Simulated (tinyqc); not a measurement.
# Bulk resistivity and mean free path from two films

Question. In the thick-film limit single-crystal films obey rho = rho0 (1 + 3 (1 - ps) lam/(8 d)). Find rho0, lam and the product rho0 lam.

Parameters, values chosen for the exercise: specular share of surface scattering ps = 0.

rho at d = 71 and 280 nm (uohm cm): 2.0645423  1.7924375

Answer. rho is a straight line in 1/d: the intercept is rho0 and the slope (3/8)(1 - ps) rho0 lam. Without ps only the product (1 - ps) lam could be found.

rho0 = 1.70 uohm cm
lam = 40.6 nm
rho0 lam = 69.0 uohm cm nm

Program tinyqc, `OMP_NUM_THREADS=1 python tinyqc.py 2100015 2100016 out.jsonl`; Intel Xeon 2.30GHz, shared host, one thread, about 0.01 s.
